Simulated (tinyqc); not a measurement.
Jacobi rotations on a symmetric matrix, step by step. Computed by tinyqc, a small Python program that keeps every step. Settings: method = jacobi. Command: `OMP_NUM_THREADS=1 python tinyqc.py 28193 28194 out.jsonl` (the two numbers bound the seeds that draw the settings). One thread of a shared host (Intel(R) Xeon(R) Processor @ 2.60GHz), about 0.01 s of CPU time with the checks.

## Jacobi rotation 1

A:
```
[[1.3250, -0.8070, -0.3900],
 [-0.8070, 1.8550, -0.4410],
 [-0.3900, -0.4410, 2.0790]]
```

Take the largest off-diagonal element A_pq; tan 2 theta = 2 A_pq / (A_qq - A_pp) with |theta| <= pi/4; A' = J^T A J with J_pp = J_qq = cos, J_pq = sin, J_qp = -sin.

p, q, theta (rad): [1.0000, 2.0000, -0.6268]

A':
```
[[0.7406, 0.0000, -0.5745],
 [0.0000, 2.4394, -0.1284],
 [-0.5745, -0.1284, 2.0790]]
```

## Jacobi rotation 2

As before.

p, q, theta (rad): [1.0000, 3.0000, -0.3547]

A':
```
[[0.5278, -0.0446, 0.0000],
 [-0.0446, 2.4394, -0.1204],
 [0.0000, -0.1204, 2.2918]]
```

## All rotations

The off-diagonal norm falls at every rotation.

Rotations:
```
step  p  q      theta  off-diagonal norm
1     1  2    -0.6268           8.33e-01
2     1  3    -0.3547           1.82e-01
3     2  3     0.5105           6.31e-02
4     1  2    -0.0197           3.08e-02
5     1  3    -0.0128           6.06e-04
6     2  3    -0.0015           7.78e-06
7     1  2   2.78e-06           1.18e-08
8     1  3  -4.90e-09           3.26e-14
```

eigenvalues: [0.5268, 2.2246, 2.5076]
